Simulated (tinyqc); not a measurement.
A log to judge: global model of a low-pressure process discharge: electron temperature, density, ion flux and ion energy. Computed by tinyqc. Command: `OMP_NUM_THREADS=1 python tinyqc.py 3112615 3112616 out.jsonl plasma walk`. One thread of a shared host (Intel(R) Xeon(R) Processor @ 2.30GHz), about 0.01 s of CPU time with the checks.

Maxwellian electrons with temperature T_e in eV, one positive ion, no negative ions, uniform bulk density n; rate constants have the Arrhenius form.

Inputs (values chosen for the exercise, of the order of those of an inductive discharge in a simple atomic gas):
```
quantity,value,unit
ion mass M,35.5,u
ionisation prefactor K0,4.5e-14,m^3/s
ionisation energy E_iz,12.4,eV
ion-neutral cross section,1.1e-18,m^2
pressure p,3.3,Pa
gas temperature T_g,500,K
radius R,25,cm
height L,16,cm
mixing,1,-
```

Constants: k_B = 1.380649e-23 J/K; e = 1.602176634e-19 C; u = 1.6605390666e-27 kg.

Method:
- n_g = p/(k_B T_g); lambda_i = 1/(n_g sigma); h_L = 0.86/sqrt(3 + L/(2 lambda_i)), h_R = 0.8/sqrt(4 + R/lambda_i); A_eff = 2 pi R^2 h_L + 2 pi R L h_R; d_eff = pi R^2 L/A_eff.
- Particle balance: K0 exp(-E_iz/T_e) n_g d_eff = u_B, u_B = sqrt(e T_e/M).
- Cycle: T_out = T sqrt(loss/creation) with loss/creation = u_B/(K0 exp(-E_iz/T) n_g d_eff); T -> T + mixing (T_out - T), kept between 0.3 and 60 eV, from 3 eV; stop at |T_out - T| < 1e-9 eV or after 60 steps.

Course:
```
step,T (eV),T_out (eV),residual (eV)
0,3.0000,4.00411e-01,-2.59959e+00
1,0.4004,2.16942e+04,2.16938e+04
2,60.0000,2.37755e+00,-5.76225e+01
3,2.3775,5.14336e-01,-1.86321e+00
4,0.5143,9.61104e+02,9.60590e+02
5,60.0000,2.37755e+00,-5.76225e+01
6,2.3775,5.14336e-01,-1.86321e+00
...,...,...,...
53,60.0000,2.37755e+00,-5.76225e+01
54,2.3775,5.14336e-01,-1.86321e+00
55,0.5143,9.61104e+02,9.60590e+02
56,60.0000,2.37755e+00,-5.76225e+01
57,2.3775,5.14336e-01,-1.86321e+00
58,0.5143,9.61104e+02,9.60590e+02
59,60.0000,2.37755e+00,-5.76225e+01
```

Can the last value be used, and what does the course show?

No. Not converged in 60 steps: the residual wanders without falling. The slope of T_out at the root is 5/4 - E_iz/(2 T_e), and the cycle needs |1 + mixing (slope - 1)| < 1. Reruns converge with mixing = 0.3; or with mixing = 0.15.
